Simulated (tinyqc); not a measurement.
Transmission against energy, and which matching rule a chain obeys: heterojunction of two tight-binding chains.

Left chain: hopping -t1, sites at 2 t1 (band bottom 0). Right chain: hopping -t2, sites at dE + 2 t2 (bottom dE). t = c/(m a^2), c = hbar^2/2m0. The bond across the interface is -tc with tc = f sqrt(t1 t2), and the last left site has the extra energy U. In a chain E = bottom + 2t (1 - cos(ka)); the surface Green function of a half chain is g = -exp(ika)/t, with Im k > 0 where cos(ka) > 1.

Constants: hbar^2/2m0 = 3.80998211 eV angstrom^2.

Inputs chosen for the exercise (masses and offset of the size met at InGaAs / InAlAs; shifted at random, so the results belong to these values and not to a real crystal): a = 3 angstrom (site spacing); m1 = 0.041 m0 (mass on the left); m2 = 0.073 m0 (mass on the right); dE = 0.47 eV (band offset); f = 1 (factor on the interface hopping); U = 0 eV (extra energy on the last left site).

Chain A is the junction as given; chain B has tc = sqrt(t1 t2) and U = 0; chain C has tc = t2 and U = t2 - t1, the finite-difference form of -d/dx (c/m) d/dx. Continuum formulas T = 4 x y/(x + y)^2 with parabolic k: x, y = k/m on each side (BenDaniel-Duke) or x, y = k (slope continuous).

T:
```
E - dE (eV)  E (eV)  chain A  chain B  chain C  k/m matched  k matched
0.002         0.472   0.2927   0.2927   0.1765       0.1774     0.2941
0.005         0.475   0.4218   0.4218   0.2639       0.2652     0.4237
0.020         0.490   0.6669   0.6669   0.4549       0.4568     0.6690
0.050         0.520   0.8262   0.8262   0.6099       0.6120     0.8281
0.100         0.570   0.9187   0.9187   0.7252       0.7273     0.9199
0.200         0.670   0.9748   0.9748   0.8224       0.8245     0.9754
0.400         0.870   0.9974   0.9974   0.8918       0.8936     0.9975
```

Give the missing row, E - dE (eV) = 0.010, E (eV) = 0.480.

Computed row:
```
E - dE (eV)  E (eV)  chain A  chain B  chain C  k/m matched  k matched
0.010         0.480   0.5396   0.5396   0.3507       0.3523     0.5417
```

Chain C follows the k/m rule within 0.0022 and chain B the plain k rule within 0.0021, while the two rules differ by up to 0.2160: in B the self-energy of the right side is -t1 exp(i k2 a), so only k2 enters, and in C it is -t2 exp(i k2 a), which carries 1/m2. Chain A is chain B here.

Program tinyqc; command `OMP_NUM_THREADS=1 python tinyqc.py 1482104 1482105 out.jsonl`; about 0.01 s on one thread of a shared Intel(R) Xeon(R) Processor @ 2.30GHz.
